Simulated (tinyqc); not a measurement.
# Which input was changed?

Model: decay of LO phonons and the hot-phonon bottleneck in the cooling of electrons. Computed by tinyqc, a small Python program. Command: `OMP_NUM_THREADS=1 python tinyqc.py 3005674 3005675 out.jsonl hotphonon which`. One thread of a shared host (Intel(R) Xeon(R) Processor @ 2.30GHz), about 0.04 s of CPU time with the checks.

n(E, T) = 1/(exp(E/(k_B T)) - 1) is the Bose occupation. Electrons have a temperature T_e; the LO modes within their reach share one occupation N; the decay products stay at the lattice temperature.

Inputs (values chosen for the exercise, modelled on gallium nitride):
```
quantity                                             value    unit
LO energy hbar omega                                  94.7     meV
lifetime at T = 0, tau_0                               2.8      ps
share f of the energy in the softer product           0.22       -
lattice temperature T                                   77       K
electron mass m*                                     0.205     m_0
eps_inf                                               5.28       -
static dielectric constant eps_s                      9.31       -
electron density n                                 4.4e+18  1/cm^3
density of LO modes that the electrons reach, N_m  9.9e+18  1/cm^3
power supplied per electron P                         0.44      nW
```

Decay channel: two unequal phonons (Ridley).

Constants: k_B = 8.617333262e-05 eV/K; c = 299792458 m/s; e^2/(4 pi eps_0) = 14.39964548 eV angstrom; hbar^2/(2 m_0) = 3.80998212 eV angstrom^2; hbar = 6.582119569e-16 eV s; e = 1.602176634e-19 C.

Method:
- Decay rate 1/tau = (1/tau_0) [1 + n(f hbar omega) + n((1 - f) hbar omega)].
- Full width Gamma = 1/(2 pi c tau) in 1/cm, c in cm/s.
- Froehlich coupling alpha = (e^2/(4 pi eps_0)) (1/eps_inf - 1/eps_s) k_0/(2 hbar omega), k_0 = sqrt(m* hbar omega/(hbar^2/(2 m_0))); emission time tau_sp = hbar/(2 alpha hbar omega); bottleneck ratio r = (n/N_m) tau/tau_sp.
- Net emission per electron: [(N + 1) x - N]/tau_sp with x = exp(-hbar omega/(k_B T_e)), a simple two-level balance; steady state of the modes: n [(N + 1) x - N]/tau_sp = N_m (N - N_0)/tau; power per electron P = hbar omega [(N + 1) x - N]/tau_sp.
- With p = P tau_sp/(hbar omega): N = N_0 + r p and x = (p + N)/(N + 1); without hot phonons N = N_0. The mode temperature T_LO solves n(hbar omega, T_LO) = N.

Question. One of these inputs alone was changed, within the range given: lattice temperature T (40 to 154); electron density n (2.2e+18 to 8.8e+18); density of LO modes that the electrons reach, N_m (4.95e+18 to 1.98e+19); power supplied per electron P (0.22 to 0.88). Which one, and to what value?

Results:
```
run     electron temperature T_e (K)  mode temperature T_LO (K)  bottleneck ratio r
before                      323.8450                   323.2222            152.4221
after                       312.4002                   311.8205            152.4221
```

Answer.

Each candidate set to reproduce electron temperature T_e, and what it then gives:
```
candidate                                                         range searched  value needed  mode temperature T_LO (K)  bottleneck ratio r
lattice temperature T (K)                                              40 to 154         134.6                     311.74              132.68
electron density n (1/cm^3)                                   2.2e+18 to 8.8e+18      3.866e18                     311.74              133.94
density of LO modes that the electrons reach, N_m (1/cm^3)  4.95e+18 to 1.98e+19      1.127e19                     311.74              133.94
power supplied per electron P (nW)                                  0.22 to 0.88        0.3870                     311.82              152.42
```

Only power supplied per electron P fits every result: it went from 0.44 to 0.387 nW. The next best candidate, density of LO modes that the electrons reach, N_m, misses one result by 12 %.
